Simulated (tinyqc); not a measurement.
# Ground and coupling capacitance from two measurements

Inverse problem. A line has Cg to the planes and Cc to each of two neighbours. Find Cg, Cc, the load when both neighbours switch in antiphase, and the pulse on the line when it floats and both neighbours swing by Vx.

Parameters, values chosen for the exercise: swing Vx = 0.7 V.

capacitance with neighbours driven alike and with neighbours grounded (aF/um): [38, 142]

Answer. Driven alike, Cc carries no charge, which leaves Cg; grounded neighbours give Cg + 2 Cc, antiphase Cg + 4 Cc; a floating line divides the swing as 2 Cc/(Cg + 2 Cc).

Cg = 38.00 aF/um
Cc = 52.00 aF/um
load in antiphase = 246.0 aF/um
pulse = 0.5127 V

tinyqc, about 0.8 s, one thread, Intel Xeon 2.30GHz (shared host): `OMP_NUM_THREADS=1 python tinyqc.py 2790159 2790160 out.jsonl`
